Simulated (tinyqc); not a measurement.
From results back to parameters: Kane-Mele model of a buckled honeycomb layer in a normal field. Four cases, with inputs chosen for the exercise.

Problem. The gaps of the two spins at a valley are 2|D - lam| and 2 (D + lam), where 2 lam is the gap at zero field and D = e b Ez > 0. The layer is known to be an ordinary band insulator. The gaps come from hidden lam and Ez.

Case 1.

Values chosen (out of a larger set: of the size used for stanene; not measured data): b = 0.4 angstrom (half the buckling height).

gaps (meV): 66.0000  382.0000

Case 2.

Values chosen (out of a larger set: of the size used for germanene; not measured data): b = 0.33 angstrom (half the buckling height).

gaps (meV): 82.0000  314.0000

Case 3.

Values chosen: b = 0.28 angstrom (half the buckling height).

gaps (meV): 444.0000  1124.0000

Case 4.

Values chosen (out of a larger set: of the size used for silicene; not measured data): b = 0.23 angstrom (half the buckling height).

gaps (meV): 13.9200  33.9200

Find: lam; Ez.

Solution. A quarter of the sum is the larger of D and lam, a quarter of the difference the smaller; the gaps alone cannot say which is which. Here D > lam.

Case 1.

lam = 79.00 meV
Ez = 0.280 V/angstrom

Case 2.

lam = 58.00 meV
Ez = 0.300 V/angstrom

Case 3.

lam = 170.00 meV
Ez = 1.40 V/angstrom

Case 4.

lam = 5.00 meV
Ez = 0.0520 V/angstrom

Computed by tinyqc, one run a case: `OMP_NUM_THREADS=1 python tinyqc.py N N+1 out.jsonl` with N = 1481511, 1481563, 1482277, 1482319; one thread of a shared Intel(R) Xeon(R) Processor @ 2.30GHz, about 0.02 s a run at most.
